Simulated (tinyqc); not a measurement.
Front-illuminated p-i-n photodiode, quantum efficiency and bandwidth: one step of the calculation.

Light enters through a p layer (0 to xp), a depleted layer (xp to xp + wi) and a thick n substrate, decaying as exp(-al x); one pass, no back reflection. Carriers made in the depleted layer are all collected; those in the neutral layers diffuse.

Question. Quantum efficiency. k = al Ln, s = S Ln/Dn, e = exp(-al xp); front layer f1 = (k/(k^2 - 1)) {[s + k - e (s cosh(xp/Ln) + sinh(xp/Ln))]/[s sinh(xp/Ln) + cosh(xp/Ln)] - k e}; depleted layer f2 = e (1 - exp(-al wi)); substrate f3 = e exp(-al wi) al Lp/(1 + al Lp); external efficiency (1 - Rf)(f1 + f2 + f3); responsivity = efficiency q lam/(h c).

Values chosen for this exercise; values close to those of silicon at this wavelength: wavelength lam = 532 nm; absorption coefficient al = 7800 1/cm; reflectance of the front face Rf = 0.02; thickness of the front p layer xp = 0.72 um; thickness of the depleted layer wi = 0.75 um; electron diffusion coefficient in the p layer Dn = 13 cm^2/s; electron diffusion length in the p layer Ln = 4.6 um; recombination velocity of the front surface S = 200 cm/s; hole diffusion length in the thick n substrate Lp = 1.2 um.

Constants: q = 1.602176634e-19 C, h = 6.62607015e-34 J s, c = 299792458 m/s. Results are converted to the units shown.

Find: s; f1; f2; f3; external efficiency; responsivity.

Answer.

s = 0.007077
f1 = 0.4257
f2 = 0.2526
f3 = 0.1536
external efficiency = 0.8153
responsivity = 0.3498 A/W

The front layer absorbs 43.0 % of the light that enters and collects 99.1 % of that. Diffusion from the neutral layers makes up 69.6 % of the current.

Computed by the program tinyqc: `OMP_NUM_THREADS=1 python tinyqc.py 2250110 2250111 out.jsonl`, one thread of a shared Intel Xeon 2.30GHz, about 0.01 s for the whole run.
